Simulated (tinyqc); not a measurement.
Character of the line: straight dislocations in isotropic elasticity: fields, energies, partials, Peierls stress and walls. Computed by tinyqc, a small Python program. Command: `OMP_NUM_THREADS=1 python tinyqc.py 3005231 3005232 out.jsonl disloc walk`. One thread of a shared host (Intel(R) Xeon(R) Processor @ 2.30GHz), about 0.01 s of CPU time with the checks.

The line runs along z, the glide plane is y = 0, and beta is the angle between b and the line (0 screw, 90 degrees edge): b_e = b sin(beta) along +x with the extra half plane at y > 0, b_s = b cos(beta). Stress is positive in tension.

Inputs (values chosen for the exercise, for a model fcc or diamond crystal):

| quantity | value | unit |
|---|---|---|
| shear modulus G | 61.2 | GPa |
| Poisson ratio nu | 0.315 | - |
| Burgers vector b | 2.519 | angstrom |
| stacking-fault energy gamma | 32.3 | mJ/m^2 |
| dislocation density rho | 1.7e+14 | 1/m^2 |
| core radius r0/b | 1 | - |

Character: screw.

Constants: 1 eV/angstrom^3 = 160.2176634 GPa.

Method:
- Energy factor K = G [cos^2(beta) + sin^2(beta)/(1 - nu)].
- E = K b^2/(4 pi) ln(R/r0) with R = 1/(2 sqrt(rho)); tension T = E + d^2E/d(beta)^2 = G b^2 [1 + nu - 3 nu sin^2(beta)]/(4 pi (1 - nu)) ln(R/r0). The core energy is taken into r0.
- Shockley partials have b_p = b/sqrt(3) at the angles beta -/+ 30 degrees; their repulsion balances the fault at d = G b_p^2/(8 pi gamma) (2 - nu)/(1 - nu) [1 - 2 nu cos(2 beta)/(2 - nu)].
- E = K b^2/(4 pi) ln(R/r0); T = G b^2 [1 + nu - 3 nu sin^2(beta)]/(4 pi (1 - nu)) ln(R/r0).

ln(R/r0) = 5.02543

From screw to edge:

| beta (degrees) | K (GPa) | E (eV/nm) | T (eV/nm) | d (nm) |
|---|---|---|---|---|
| 0 | 61.200 | 9.693 | 18.608 | 2.4559 |
| 15 | 63.085 | 9.992 | 17.712 | 2.6524 |
| 30 | 68.236 | 10.807 | 15.265 | 3.1891 |
| 45 | 75.272 | 11.922 | 11.922 | 3.9224 |
| 60 | 82.307 | 13.036 | 8.579 | 4.6557 |
| 75 | 87.458 | 13.852 | 6.131 | 5.1925 |
| 90 | 89.343 | 14.150 | 5.236 | 5.3890 |

What follows from these numbers?

The edge costs 1/(1 - nu) = 1.460 times the screw in energy, yet its tension is only (1 - 2 nu)/(1 + nu) = 0.281 of the screw value, so loops under stress are elongated along b. The edge splits 2.19 times as widely, (2 + nu)/(2 - 3 nu), since there the larger, edge parts of the partials repel with the factor 1/(1 - nu) and the small screw parts attract, while in the screw the roles are exchanged.
